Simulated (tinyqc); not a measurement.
# Inputs raised by 10 %, one at a time

Model: scattering of inversion-layer electrons by surface optical phonons of the gate insulator (remote phonon scattering). Computed by tinyqc, a small Python program. Command: `OMP_NUM_THREADS=1 python tinyqc.py 3114308 3114309 out.jsonl sophonon sens`. One thread of a shared host (Intel(R) Xeon(R) Processor @ 2.30GHz), about 0.03 s of CPU time with the checks.

One subband with the Fang-Howard envelope; insulator and channel are half-spaces, the gate is far away, and an interlayer only moves the polar surface away by t (its own modes and its permittivity contrast are left out).

Inputs (values chosen for the exercise, modelled on HfO2 on germanium):

| quantity | value | unit |
|---|---|---|
| static constant of the insulator eps_0s | 22.1 | - |
| intermediate constant eps_i | 6.61 | - |
| optical constant eps_inf | 4.98 | - |
| hbar omega_TO1 | 12.5 | meV |
| hbar omega_TO2 | 48.1 | meV |
| constant of the channel eps_s | 16.2 | - |
| in-plane mass m | 0.122 | m_0 |
| valleys g_v | 4 | - |
| sheet density n | 3.3e+12 | 1/cm^2 |
| mean distance of the electrons z0 = 3/b | 2.9 | nm |
| interlayer thickness t | 0.85 | nm |
| temperature T | 400 | K |
| electron energy E | 34 | meV |
| mobility from other processes | 470 | cm^2/(V s) |

Screening by the channel electrons: none.

Constants: k_B = 8.617333262e-05 eV/K; hbar^2/(2 m_0) = 3.80998212 eV angstrom^2; e^2/(4 pi eps_0) = 14.39964548 eV angstrom; hbar = 6.582119569e-16 eV s; e = 1.602176634e-19 C; m_0 = 9.1093837015e-31 kg.

Method:
- eps(w) = eps_inf + (eps_0s - eps_i) w1^2/(w1^2 - w^2) + (eps_i - eps_inf) w2^2/(w2^2 - w^2). Surface modes solve eps(w) + eps_s = 0, a quadratic in w^2; the strength of a mode is g = 2/(w d eps/dw).
- Occupation N = 1/(exp(hbar w/(k_B T)) - 1).
- Density of states D = g_v m/(pi hbar^2); eta = E_F/(k_B T) = ln(exp(n/(D k_B T)) - 1); screening wave number q_s = e^2 D/(2 eps_0 eps_avg) x 1/(1 + exp(-eta)), eps_avg = (eps_s + eps_inf)/2; b = 3/z0.
- For a mode of strength g, without the occupation factor, Area x |M(q)|^2 = e^2 hbar w g/(2 eps_0 q) x (b/(b + q))^6 exp(-2 q t).
- Approximate momentum relaxation rate, taking tau v alike in the initial and final states: 1/tau = (m/(2 pi hbar^3)) sum over modes and over absorption (N, E' = E + hbar w) and emission (N + 1, E' = E - hbar w > 0) of [(1 - f(E'))/(1 - f(E))] int_0^(2 pi) Area |M(q)|^2 (1 - cos theta) d theta, q^2 = k^2 + k'^2 - 2 k k' cos theta, f the Fermi function; 48 midpoints in theta from 0 to pi.
- mu = (e/m) int tau E f (1 - f) dE/(k_B T int f dE), by 300 midpoints from 0 to (max(eta, 0) + 14) k_B T; Matthiessen sum with the other processes.

Runs:

| input moved | from | to | remote-phonon mobility (cm^2/(V s)) | total mobility (cm^2/(V s)) | tau at E (fs) | loss of mobility (%) |
|---|---|---|---|---|---|---|
| base run | - | - | 15920 | 456.52 | 314.12 | 2.8676 |
| static constant of the insulator eps_0s | 22.1 | 24.31 | 14912 | 455.64 | 290.80 | 3.0554 |
| intermediate constant eps_i | 6.61 | 7.271 | 15991 | 456.58 | 337.72 | 2.8552 |
| hbar omega_TO1 (meV) | 12.5 | 13.75 | 16001 | 456.59 | 312.84 | 2.8535 |
| hbar omega_TO2 (meV) | 48.1 | 52.91 | 15942 | 456.54 | 313.91 | 2.8638 |
| in-plane mass m (m_0) | 0.122 | 0.1342 | 15155 | 455.86 | 330.13 | 3.0080 |
| mean distance of the electrons z0 = 3/b (nm) | 2.9 | 3.19 | 18539 | 458.38 | 363.64 | 2.4725 |
| temperature T (K) | 400 | 440 | 16562 | 457.03 | 285.34 | 2.7595 |

Exponents ln(y'/y) / ln(x'/x):

| input | remote-phonon mobility | total mobility | tau at E | loss of mobility |
|---|---|---|---|---|
| static constant of the insulator eps_0s | -0.686 | -0.020 | -0.809 | 0.666 |
| intermediate constant eps_i | 0.047 | 0.001 | 0.760 | -0.046 |
| hbar omega_TO1 | 0.053 | 0.002 | -0.043 | -0.052 |
| hbar omega_TO2 | 0.014 | 0.000 | -0.007 | -0.014 |
| in-plane mass m | -0.517 | -0.015 | 0.521 | 0.502 |
| mean distance of the electrons z0 = 3/b | 1.598 | 0.043 | 1.536 | -1.556 |
| temperature T | 0.415 | 0.012 | -1.008 | -0.403 |

Among the inputs moved here: remote-phonon mobility answers most in size to mean distance of the electrons z0 = 3/b (exponent +1.598), next to static constant of the insulator eps_0s (-0.686). Total mobility answers most in size to mean distance of the electrons z0 = 3/b (exponent +0.043), next to static constant of the insulator eps_0s (-0.020); its exponent is below 0.0005 for hbar omega_TO2. tau at E answers most in size to mean distance of the electrons z0 = 3/b (exponent +1.536), next to temperature T (-1.008). Loss of mobility answers most in size to mean distance of the electrons z0 = 3/b (exponent -1.556), next to static constant of the insulator eps_0s (+0.666).

Caution (all rows): a relaxation time is only an approximation for inelastic scattering, and static or no screening brackets the true dynamic screening only roughly.
